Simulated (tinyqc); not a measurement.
Solubility, supersaturation, precipitation and gettering of an impurity in a silicon-like host: one step, computed by the program tinyqc. Command: `OMP_NUM_THREADS=1 python tinyqc.py 3002272 3002273 out.jsonl ripen walk`. One thread of a shared host (Intel(R) Xeon(R) Processor @ 2.30GHz), about 0.01 s of CPU time with the checks.

The wafer was saturated at T1 and is then held at T.

Task: Ham's law for sinks of fixed radius. tau0 = 1/(4 pi n r0 D); C_fixed(t) = C_eq + (C0 - C_eq) exp(-t/tau0). If all excess precipitates, the final radius is r_f = [r0^3 + 3 (C0 - C_eq)/(4 pi n C_p)]^(1/3), with tau_f = 1/(4 pi n r_f D).

Inputs (values chosen for the exercise, modelled on gold in silicon):
```
quantity                                   value    unit
temperature of saturation T1                1425       K
anneal temperature T                         913       K
sink density n                           2.9e+07  1/cm^3
initial sink radius r0                        15      nm
impurity density in the precipitate C_p  6.1e+22  1/cm^3
anneal time t                             220000       s
```

D(T) = 1.865168e-10 cm^2/s

C_eq(T) = 8.356756e+12 1/cm^3

C0 = 6.447203e+16 1/cm^3

Give: tau0; C_fixed(t); final radius r_f; tau_f.

Result:

tau0 = 9.808e+06 s

C_fixed(t) = 6.304e+16 1/cm^3

final radius r_f = 205.7 nm

tau_f = 7.152e+05 s

The sinks grow 13.7 times, so the fixed radius underrates the later rate. Caution: the barrier to homogeneous nucleation is below 35 k_B T for these inputs, so new precipitates would form and outnumber the fixed sinks assumed here.
